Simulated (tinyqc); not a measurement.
Grain-boundary trapping model (Seto) of a polycrystalline semiconductor film. Changing the trap density Q_t. Computed by tinyqc, a small Python program. Command: `OMP_NUM_THREADS=1 python tinyqc.py 3028610 3028611 out.jsonl poly sweep`. One thread of a shared host (Intel(R) Xeon(R) Processor @ 2.30GHz), about 0.01 s of CPU time with the checks.

Grains of equal size L are joined by thin boundaries with one trap level. Trapped carriers deplete a width W on each side and raise a barrier, crossed by thermionic emission. Dopants are fully ionised, statistics are non-degenerate and mu_g does not depend on T.

Inputs (values chosen for the exercise, modelled on polycrystalline SiGe):
```
quantity                                     value        unit
permittivity eps                              13.5           -
effective mass m                              0.32         m_0
effective density of states at 300 K, N_c  1.6e+19      1/cm^3
grain size L                                    24          nm
trap level E_t below the band edge            0.52          eV
doping N                                     1e+19      1/cm^3
mobility inside the grains mu_g                190  cm^2/(V s)
temperature T                                  350           K
```

Grain interior: resistance included.

Constants: k_B = 8.617333262e-05 eV/K; e = 1.602176634e-19 C; eps_0 = 8.8541878128e-12 F/m; m_0 = 9.1093837015e-31 kg; k_B = 1.380649e-23 J/K.

Method:
- N_c(T) = N_c (T/300 K)^(3/2). Filled traps Q = Q_t/(1 + (1/2) exp((E_t* - E_F)/k_B T)), where E_t* = e V_B - E_t and E_F are counted from the band edge at the grain centre. Partial depletion: Q = 2 N W, V_B = e N W^2/(2 eps eps_0), E_F = k_B T ln(N/N_c); solve for W. If that W would exceed L/2 the grain is fully depleted: W = L/2, Q = N L, and E_F follows from the trap equation. Centre density n_0 = N_c exp(E_F/k_B T).
- Boundary: sigma_b = L e^2 n_0 exp(-e V_B/k_B T)/sqrt(2 pi m k_B T); drift through the grain, depleted parts included: rho_g = [(1 - 2W/L) + (2W/L) int_0^1 exp(y^2 s^2) ds]/(e n_0 mu_g); rho = 1/sigma_b + rho_g. Mean carrier density n_av = n_0 [(1 - 2W/L) + (2W/L) (sqrt(pi)/2) erf(y)/y], y = sqrt(e V_B/k_B T); effective mobility 1/(e n_av rho).
- E_a = d ln(rho)/d(1/k_B T) from T - 5 K and T + 5 K; temperature coefficient d ln(rho)/dT.

One run for each value; columns: (1) trap density Q_t (1/cm^2); (2) resistivity rho (ohm cm); (3) barrier V_B (V); (4) effective mobility (cm^2/(V s)); (5) activation energy E_a (eV):
```
(1)             (2)         (3)     (4)          (5)
1.10e+11  0.0048131  2.0273e-05  129.68  -4.7805e-03
1.80e+11  0.0048148  5.4285e-05  129.63  -4.7733e-03
2.90e+11  0.0048193  1.4091e-04  129.51  -4.7547e-03
4.50e+11  0.0048296  3.3928e-04  129.24  -4.7114e-03
7.20e+11  0.0048576  8.6857e-04  128.53  -4.5914e-03
1.10e+12  0.0049217  2.0273e-03  126.94  -4.3092e-03
1.80e+12  0.0051288  5.4285e-03  122.22  -3.3427e-03
2.90e+12  0.0057930  1.4091e-02  109.54   1.3796e-05
4.60e+12  0.0085970  3.5453e-02   76.79   1.3559e-02
```

Describe and explain the trends.

Over the rows, resistivity rho (ohm cm) rises from 0.00481 to 0.00860 (exponent d ln y / d ln x 7.3e-4 between the first rows and 0.86 between the last); barrier V_B (V) rises from 2.03e-5 to 0.0355 (exponent d ln y / d ln x about 2.0 throughout); effective mobility (cm^2/(V s)) falls from 130 to 76.8 (exponent d ln y / d ln x -7.3e-4 between the first rows and -0.77 between the last). The exponent of barrier V_B stays at 2: V_B = e Q_t^2/(8 eps eps_0 N). Lowering Q_t, as passivation does, from the last row to the first cuts rho by 0.3 decades.

Caution (all rows): E_F is within 2 k_B T of the band edge, so non-degenerate statistics fail, and tunnelling through so thin a barrier adds to the current. Caution (all rows): e V_B is below 2 k_B T, where the depletion approximation fails and the mean density does not balance the trapped charge.
